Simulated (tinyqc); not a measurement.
Electromigration in a confined line: Blech product, Korhonen stress evolution and Black's law. Changing the line length L. Computed by tinyqc, a small Python program. Command: `OMP_NUM_THREADS=1 python tinyqc.py 3006284 3006285 out.jsonl emigr sweep`. One thread of a shared host (Intel(R) Xeon(R) Processor @ 2.30GHz), about 0.01 s of CPU time with the checks.

The electron wind pushes atoms from the cathode (x = 0) to the anode (x = L); blocking ends build a back stress (tension positive). The input rho is taken not to change with temperature. d sigma/dt = d/dx [kappa (d sigma/dx + G)], with zero flux at both ends and sigma = sigma_0 at t = 0.

Inputs (values chosen for the exercise, close to those used for cobalt lines):

| quantity | value | unit |
|---|---|---|
| resistivity rho | 10 | micro-ohm cm |
| atomic volume Omega | 11.1 | angstrom^3 |
| effective charge number Z* | 3.2 | - |
| prefactor D0 | 9.4e-07 | m^2/s |
| activation energy E | 1.26 | eV |
| effective modulus B | 56 | GPa |
| critical stress sigma_c | 450 | MPa |
| initial stress sigma_0 | 110 | MPa |
| current density j | 5 | MA/cm^2 |
| test temperature T | 210 | C |

Start: thermal stress.

Constants: e = 1.602176634e-19 C; k_B = 8.617333262e-05 eV/K; k_B = 1.380649e-23 J/K.

Method:
- G = Z* e rho j/Omega; D = D0 exp(-E/(k_B T)); kappa = D B Omega/(k_B T); drift velocity of an unconfined line v = D Z* e rho j/(k_B T). SI: 1 micro-ohm cm = 1e-8 ohm m, 1 MA/cm^2 = 1e10 A/m^2.
- Temperatures in kelvin are T(C) + 273.15.
- At steady state sigma(x) = sigma_0 + G (L/2 - x). A void forms only if the cathode stress reaches sigma_c, that is if j L exceeds (j L)_c = 2 Omega (sigma_c - sigma_0)/(Z* e rho). Time scale tau = L^2/kappa.
- sigma(x, t) = sigma_0 + G L [1/2 - x/L - 4 sum_(m odd) cos(m pi x/L) exp(-m^2 pi^2 s)/(m pi)^2], s = t/tau, summed to m = 399.
- Solve sigma(0, t) = sigma_c for s; the semi-infinite estimate is t = (pi/kappa) ((sigma_c - sigma_0)/(2 G))^2.

One run for each value:

| line length L (um) | nucleation time (h) | semi-infinite estimate (h) | j L (A/cm) | steady cathode stress (MPa) |
|---|---|---|---|---|
| 8 | 75.064 | 75.062 | 4000 | 1033.8 |
| 13 | 75.062 | 75.062 | 6500 | 1611.1 |
| 20 | 75.062 | 75.062 | 10000 | 2419.4 |
| 32 | 75.062 | 75.062 | 16000 | 3805.1 |
| 50 | 75.062 | 75.062 | 25000 | 5883.6 |
| 80 | 75.062 | 75.062 | 40000 | 9347.8 |

What does the table show, and why?

Over the rows, nucleation time (h) falls from 75.064 to 75.062, flat over part of the range. The exponent of nucleation time stays at 0: the far end is not felt.  Left out: 130, 200, 320, 500 (the series is not converged at so short a time).

Caution (all rows): a steady stress above sigma_c is formal, since a void forms first.
